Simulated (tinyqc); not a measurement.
Towards Landau levels: square lattice in a magnetic field (Harper-Hofstadter model).

Landau gauge, lattice period 1: the magnetic cell has q sites j = 0 to q - 1 along x. H_jj = -2 ty cos(ky + 2 pi p j/q), H_(j,j+1) = -tx, and the bond from q - 1 back to 0 is H_(q-1,0) = -tx exp(i q kx). The levels depend on k only through cos(q kx) and cos(q ky), so the band edges lie at (0, 0) and (pi/q, pi/q).

Parameters, chosen for this exercise (out of a larger set: a lateral superlattice; not measured data): tx = 1.5 meV (hopping along x); ty = 1.3 meV (hopping along y).

Flux 1/Q. Near the bottom of the band the mass gives hbar wc = 4 pi sqrt(tx ty)/Q and E_0 = -2 (tx + ty) + hbar wc/2. For each Q, p = 1 and q = Q.

Lowest band (meV):

| Q | centre | width | E_0 | spacing to band 2 | hbar wc |
|---|---|---|---|---|---|
| 3 | -3.3186 | 1.04 | -2.6753 | 3.3186 | 5.8493 |
| 4 | -3.8149 | 0.310 | -3.4065 | 3.0461 | 4.3870 |
| 5 | -4.1128 | 0.0946 | -3.8452 | 2.5238 | 3.5096 |
| 6 | -4.3243 | 0.0290 | -4.1377 | 2.2066 | 2.9247 |
| 8 | -4.6086 | 0.00275 | -4.5033 | 1.7819 | 2.1935 |
| 12 | -4.9159 | 2.64e-05 | -4.8688 | 1.2774 | 1.4623 |
| 20 | -5.1784 | 2.97e-09 | -5.1613 | 0.8099 | 0.8774 |

What can be read from this table?

The width falls from 1.04 to 3e-09 meV, by a factor 3.12 for each unit of Q at the end, so the band turns into a flat level. Its centre lies -0.643 meV from E_0 at Q = 3 and -0.017 meV at Q = 20; the spacing reaches 92 % of hbar wc, the shortfall coming from the non-parabolic band.

Run: tinyqc, `OMP_NUM_THREADS=1 python tinyqc.py 1280526 1280527 out.jsonl`; Intel(R) Xeon(R) Processor @ 2.30GHz, one thread, shared host; about 0.03 s of CPU time with all checks.
